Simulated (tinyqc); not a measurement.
Vacuum evaporation: vapour pressure, source flux, thickness distribution, purity and step coverage: one step, computed by the program tinyqc.

Molecular flow, unit sticking of the metal, no re-evaporation. The background gas is taken as water vapour (18.015 g/mol, collision diameter 0.37 nm) at 300 K.

Task: Offset source and rotation. Rotating wafer, source offset by s and facing upwards: thickness at radius r is the mean over the angle a of (1 + (r^2 + s^2 - 2 r s cos a)/h^2)^(-(n + 3)/2), by 360 equal steps; non-uniformity (max - min)/(max + min) over 21 radii from 0 to R.

Inputs (values chosen for the exercise, modelled on gallium, with constants for the liquid):
```
quantity                         value  unit
directionality n                     2     -
source-to-wafer distance h          25    cm
wafer radius R                      10    cm
source offset from the axis s/h   0.92     -
```

Give: centre thickness relative to an axial source; edge over centre, rotating; non-uniformity, rotating.

Result:

centre thickness relative to an axial source = 0.21587

edge over centre, rotating = 1.1122

non-uniformity, rotating = 5.3127 %
